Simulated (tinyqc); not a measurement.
## Signal and retention of a DRAM cell: effect of temperature

A stored one starts at Vd and leaks: Cs dV/dt = -I(V), I = a sqrt((V + Vb)/(Vd + Vb)) + b, with a = Ig exp[-(Eg1 q/kB)(1/T - 1/T0)] (generation in a depletion layer) and b = Is exp[-(Es q/kB)(1/T - 1/T0)]. The bit line is precharged to Vd/2, and charge sharing gives the signal (V - Vd/2) Cs/(Cs + Cb).

The cell fails below Vc = Vd/2 + dm (Cs + Cb)/Cs. With s = sqrt((Vc + Vb)/(Vd + Vb)), the time from Vd to Vc is t = [2 Cs (Vd + Vb)/a] [1 - s - (b/a) ln((a + b)/(a s + b))]. This time is the median of a log-normal spread: failing cells = Nc erfc(z/sqrt 2)/2, z = ln(t/tr)/sg.

Parameters, values chosen for the exercise: array voltage Vd = 1.2 V; cell capacitance Cs = 16 fF; bit-line capacitance Cb = 65 fF; smallest signal that the sense amplifier resolves dm = 67 mV; built-in plus back-bias voltage of the storage junction Vb = 1.47 V; junction leakage at V = Vd and T0 Ig = 3.8 fA; voltage-independent leakage at the reference temperature0 Is = 0.21 fA; activation energy of Is Es = 0.26 eV; reference temperature T0 = 358 K; deviation of ln(retention time) over the cells sg = 0.7; cells Nc = 1.07e9; refresh interval tr = 64 ms; activation energy of Ig Eg1 = 0.5 eV.

Constants: q = 1.602176634e-19 C, kB = 1.380649e-23 J/K. Results are converted to the units shown.

Result of one run:

| T (K) | a (fA) | b (fA) | retention time (s) | failing cells |
|---|---|---|---|---|
| 318 | 0.49477 | 0.072748 | 7.5171 | 0.0052710 |

What becomes of these results when the temperature T is changed from 318 to 358 K, all else the same?

Result of the changed run:

| T (K) | a (fA) | b (fA) | retention time (s) | failing cells |
|---|---|---|---|---|
| 358 | 3.8000 | 0.21000 | 1.0659 | 31377 |

The whole series:

| T (K) | a (fA) | b (fA) | retention time (s) | failing cells |
|---|---|---|---|---|
| 298 | 0.14540 | 0.038483 | 23.151 | 2.0916e-8 |
| 318 | 0.49477 | 0.072748 | 7.5171 | 0.0052710 |
| 338 | 1.4564 | 0.12754 | 2.6966 | 48.616 |
| 358 | 3.8000 | 0.21000 | 1.0659 | 31377 |
| 368 | 5.9028 | 0.26405 | 0.69330 | 3.5568e5 |
| 378 | 8.9579 | 0.32800 | 0.46051 | 2.5754e6 |
| 398 | 19.373 | 0.48986 | 0.21535 | 4.4419e7 |

The retention time falls from 23.2 to 0.215 s, halving every 18.2 K at the hot end. Its apparent activation energy goes from 0.459 to 0.493 eV, between Es = 0.26 and Eg1 = 0.5 eV, as the share of a in the leakage grows from 79.1 to 97.5 %.

Range of the model: Real arrays also hold a tail of unusually leaky cells and cells whose retention varies in time, which this model lacks.

Computed by the program tinyqc: `OMP_NUM_THREADS=1 python tinyqc.py 2130087 2130088 out.jsonl`, one thread of a shared Intel Xeon 2.30GHz, about 0.01 s for the whole run.
